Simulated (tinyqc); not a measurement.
Front-illuminated p-i-n photodiode, quantum efficiency and bandwidth: one step of the calculation.

Light enters through a p layer (0 to xp), a depleted layer (xp to xp + wi) and a thick n substrate, decaying as exp(-al x); one pass, no back reflection. Carriers made in the depleted layer are all collected; those in the neutral layers diffuse.

Question. Response at one frequency. Drift response for pairs made in the depleted layer, a = al wi, g = 1 - exp(-a), u = 2 pi i f, te = wi/ve, th = wi/vh: electrons He = [g - a (exp(-a) - exp(-u te))/(u te - a)]/(u te g), holes Hh = [g - a (1 - exp(-a - u th))/(a + u th)]/(u th g); C = eps0 eps_r pi (dia/2)^2/wi + Cp; total |He + Hh|/sqrt(1 + (2 pi f RL C)^2), for the current of the depleted layer alone.

Values chosen for this exercise; values close to those of silicon at this wavelength: absorption coefficient al = 532 1/cm; relative permittivity eps_r = 11.3; thickness of the depleted layer wi = 11 um; electron drift velocity ve = 9.62e6 cm/s; hole drift velocity vh = 6.81e6 cm/s; diameter dia = 120 um; load resistance RL = 50 ohm; parasitic capacitance Cp = 50 fF; modulation frequency f = 1.3 GHz.

Constants: eps0 = 8.8541878128e-14 F/cm where lengths are in cm. Results are converted to the units shown.

Give: te; th; He; Hh; |He + Hh|; C; total response.

Answer.

te = 114.3 ps
th = 161.5 ps
He = 0.5069-0.1708i
Hh = 0.3945-0.1736i
|He + Hh| = 0.9649
C = 152.9 fF
total response = 0.9630

The drift response alone falls to 1/sqrt(2) at 4.06 GHz and the RC term alone at 20.8 GHz; together they give 3.95 GHz.

Numbers from tinyqc (`OMP_NUM_THREADS=1 python tinyqc.py 2250013 2250014 out.jsonl`; about 0.01 s on one thread of a shared Intel Xeon 2.30GHz).
